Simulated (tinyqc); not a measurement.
Comparisons within one model: optical gain and spontaneous emission in a bulk direct-gap semiconductor. A value that a table varies takes the place of the one given here.

Parabolic bands, vertical transitions, no excitons. For each hole band j: mr = me mj/(me + mj); joint density of states J_j(E) = (mr/c)^(3/2) sqrt(E - Eg)/(2 pi^2), both spins, c = hbar^2/2m0; averaged matrix element |e.p|^2 = m0 Ep/6; alpha_j(E) = 4 pi^2 alpha_f c Ep J_j/(3 nr E) in 1/angstrom (alpha_f the fine-structure constant, listed as alpha among the constants), times 1e8 for 1/cm.

F_j(eta) = (1/Gamma(j + 1)) integral_0^infinity x^j dx/(1 + exp(x - eta)), which tends to exp(eta) for eta << 0.

Quasi-Fermi levels: n = Nc F_1/2(Fc/kT) and p = Nv F_1/2(Fv/kT), Fc counted up from the conduction edge and Fv down from the valence edge; Nc, Nv from N = 2 (m kB T/(4 pi c))^(3/2) with c = hbar^2/2m0, in 1/angstrom^3; times 1e24 for 1/cm^3, with me and (mhh^(3/2) + mlh^(3/2))^(2/3).

For band j the electron sits at Ee = (E - Eg) mr/me above its edge and the hole at Eh = (E - Eg) mr/mj; fe = 1/(1 + exp((Ee - Fc)/kT)), fh = 1/(1 + exp((Eh - Fv)/kT)); gain g = sum_j alpha_j (fe + fh - 1).

Spontaneous rate: R = integral of (nr E/(hbar c))^2/(pi^2 hbar) sum_j alpha_j fe fh dE, with alpha in 1/cm and (nr E/(hbar c))^2 in 1/cm^2 (1e16 per 1/angstrom^2); B = R/(n p); lifetime n/R.

Constants: hbar^2/2m0 = 3.80998211 eV angstrom^2; fine-structure constant alpha = 0.007297352564; kB = 8.617333262e-05 eV/K; hbar = 6.58211957e-16 eV s; hbar c = 1973.269805 eV angstrom.

Values chosen for the exercise (near those of GaAs; not measured data): Eg = 1.407 eV (direct gap); me = 0.0652 m0 (electron mass); mhh = 0.507 m0 (heavy-hole mass); mlh = 0.078 m0 (light-hole mass); Ep = 25.3 eV (Kane energy); nr = 3.67 (refractive index); T = 350 K; n = 4.3e+18 1/cm^3 (injected density, n = p).

## Peak gain against injection

The peak is the largest g over E; a dash marks no gain.

Gain:
```
n (1/cm^3)  Fc (eV)  Fv (eV)  peak gain (1/cm)  peak E - Eg (eV)  B (cm^3/s)
7.6e+17      0.0262  -0.0828                 -                 -    1.77e-10
1.2e+18      0.0484  -0.0687                 -                 -    1.67e-10
1.7e+18      0.0684  -0.0577                35            0.0037    1.57e-10
2.1e+18      0.0821  -0.0510               170            0.0112    1.50e-10
2.7e+18      0.1006  -0.0429               408            0.0220    1.41e-10
3.5e+18      0.1225  -0.0344               726            0.0351    1.31e-10
4.5e+18      0.1472  -0.0259              1094            0.0498    1.20e-10
6.1e+18      0.1825  -0.0153              1612            0.0698    1.08e-10
```

transparency density (Fc + Fv = 0) = 1.51e+18 1/cm^3

What does this show?

Gain starts at 1.51e+18 1/cm^3, where Fc = -Fv = 0.0614 eV: with Nv/Nc = 23 the electrons must be degenerate before the holes are. The slope of peak gain against n is 3.38e-16 cm^2 between the first two rows with gain and 3.23e-16 between the last two; the peak moves from 0.0037 to 0.0698 eV above the gap as the bands fill, and B falls by a factor 1.65. Line broadening and gap shrinkage are left out.

## Gain spectrum

At the density n.

Spectrum:
```
E - Eg (eV)  alpha, empty (1/cm)  fe, heavy  fh, heavy  g (1/cm)
0.005                       1771      0.990      0.283       477
0.010                       2495      0.988      0.279       651
0.020                       3504      0.984      0.272       852
0.030                       4262      0.979      0.264       961
0.045                       5166      0.968      0.254      1023
0.060                       5904      0.951      0.243       991
0.080                       6725      0.915      0.229       809
0.100                       7419      0.856      0.216       436
0.130                       8294      0.712      0.198      -593
0.170                       9244      0.432      0.175     -2844
0.220                      10193      0.149      0.149     -5842
```

Fc + Fv = 0.1150 eV

How do the results move?

g is positive below E - Eg = 0.1150 eV; the largest value listed is 1023 1/cm at 0.045 eV. At 0.220 eV above the gap g is -0.57 times the absorption of the empty crystal, whose limit is -1.

## Transparency density and B against temperature

Eg is held fixed; B is taken at n = 1e15 1/cm^3.

Results:
```
T (K)  transparency density (1/cm^3)  Fc/kT there  B (cm^3/s)
100                         2.31e+17        2.035    1.27e-09
150                         4.25e+17        2.035    6.97e-10
200                         6.54e+17        2.035    4.55e-10
250                         9.14e+17        2.035    3.27e-10
300                         1.20e+18        2.035    2.50e-10
350                         1.51e+18        2.035    1.99e-10
400                         1.85e+18        2.035    1.64e-10
500                         2.58e+18        2.035    1.18e-10
```

What can be read from the table?

Fc/kT at transparency stays at 2.035, since it depends on Nv/Nc alone, so the density goes as T^1.50. B goes as T^-1.48, against T^-1.5 for non-degenerate carriers: hot carriers spread over k and fewer pairs share a wave vector.

## What moves transparency and gain

Transparency is Fc + Fv = 0; the peak is the largest g over E at the density n (0 if none). Each row changes one parameter from the base and keeps the others.

Results:
```
case                 transparency density (1/cm^3)  Fc + Fv (eV)  peak gain (1/cm)
base                                      1.51e+18        0.1150              1024
me = 0.075 m0                             1.73e+18        0.0947              1048
mhh = 0.304 m0                            1.17e+18        0.1400              1729
Ep = 27.8 eV                              1.51e+18        0.1150              1125
T = 390 K                                 1.78e+18        0.1043               827
n = 5.59e+18 1/cm^3                       1.51e+18        0.1533              1456
nr = 3.85                                 1.51e+18        0.1150               976
```

What can be read from the table?

The largest shifts from the base row, up to three for each result and ties (the steps differ in size, so this ranks the rows, not the parameters). transparency density (1/cm^3): mhh -3.43e+17, T +2.67e+17, me +2.20e+17; unchanged at the printed digits by Ep, n and nr. Fc + Fv (eV): n +0.0383, mhh +0.0250, me -0.0203; unchanged at the printed digits by Ep and nr. peak gain (1/cm): mhh +705, n +432, T -197.

Run: tinyqc, `OMP_NUM_THREADS=1 python tinyqc.py 1681538 1681539 out.jsonl`; Intel(R) Xeon(R) Processor @ 2.30GHz, one thread, shared host; about 0.09 s of CPU time with all checks.
